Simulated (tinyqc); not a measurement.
# Worked calculation: floating body of a partially depleted SOI transistor: body voltage and kink

Numbers from tinyqc (`OMP_NUM_THREADS=1 python tinyqc.py 2182190 2182191 out.jsonl`; about 0.2 s on one thread of a shared Intel Xeon 2.30GHz). Printed values are rounded.

Source at 0 V. Channel current Ic = 2 nf K Vt^2 [F(0) - F(Vd)](1 + la Vd), F(V) = ln^2(1 + exp((Vg - VT - nf V)/(2 nf Vt))), VT = VT0 - gb Vb. Saturation voltage Vs = 2 Vt sqrt(F(0)) + 3 Vt, excess Ve = (Vd - Vs + sqrt((Vd - Vs)^2 + 0.0004 V^2))/2, multiplication M1 = Ai Ve exp(-Bl/Ve). Each junction passes D(v) = J1 (exp(v/Vt) - 1) + J2 (exp(v/(2 Vt)) - 1). Bipolar current Ib = bb J1 (exp(Vb/Vt) - 1). The body settles where M1 (Ic + Ib) = D(Vb) + D(Vb - Vd) + Vb/Rb; drain current Id = (1 + M1)(Ic + Ib) - D(Vb - Vd).

Values chosen for this exercise; values of the order met in partially depleted silicon-on-insulator transistors: temperature T = 398 K; threshold at zero body voltage VT0 = 0.49 V; fall of the threshold per volt of body voltage gb = 0.19; slope factor nf = 1.41; gain factor per width K = 180 uA/(V^2 um); channel-length modulation factor la = 0.07 1/V; impact-ionisation prefactor Ai = 3.27 1/V; impact-ionisation voltage Bl = 4.7 V; diffusion saturation current of each junction J1 = 3.8e-10 uA/um; recombination saturation current of each junction J2 = 4.8e-7 uA/um; gain of the lateral bipolar transistor on the diffusion current bb = 0; resistance of a weak body tie to the source (1e9 stands for no tie, and the term is then dropped) Rb = 1e9 kohm um; gate voltage Vg = 0.78 V; drain voltage Vd = 1.6 V.

Constants: q = 1.602176634e-19 C, kB = 1.380649e-23 J/K, Vt = kB T/q. Results are converted to the units shown.

Range of the model: The multiplication law is an empirical form chosen for the exercise; self-heating and capacitive coupling to the body are left out, and the linear laws are rough once Vb passes about 0.7 V or M1 about 0.1.

## Starting value

Vb = 0.8 V.

Vb at the start = 0.8 V

## Iteration 1: new Vb

Current into the body I_in = M1 (Ic + Ib) - D(Vb - Vd), current out I_out = D(Vb) + Vb/Rb; f = ln(I_in/I_out), s = df/dVb by central differences over 1e-5 V, Vb(new) = Vb - f/s.

Ic = 13.9293 uA/um
Ve = 1.18301 V
M1 = 0.0727986
I_in = 1.01403 uA/um
I_out = 5.18427 uA/um
f = -1.63169
s = -28.7119 1/V
Vb after iteration 1 = 0.743170 V

## Iteration 2: new Vb

As before.

Ic = 13.2657 uA/um
Ve = 1.19059 V
M1 = 0.0751401
I_in = 0.996788 uA/um
I_out = 1.00242 uA/um
f = -0.00563035
s = -28.4875 1/V
Vb after iteration 2 = 0.742972 V

## Course of the iteration

Stop when the step is below 1e-10 V, or after 40 iterations.

Course of the iteration:

| iteration | Vb before the step (V) | step (V) |
|---|---|---|
| 1 | 0.8 | -0.0568 |
| 2 | 0.743170 | -1.98e-4 |
| 3 | 0.742972 | -3.79e-9 |
| 4 | 0.742972 | < 1e-14 |

Converged in 4 iterations.

## Drain current with floating and with grounded body

converged Vb = 0.742972 V

Id and VT at the converged Vb, Id at Vb = 0, their ratio, and the bipolar share Ib/(Ic + Ib).

VT = 0.348835 V
Id, floating = 14.2602 uA/um
Id, grounded = 6.84053 uA/um
ratio = 2.08466
bipolar share = 0.00000 %

The body rises to 0.743 V and lowers the threshold by 141 mV.
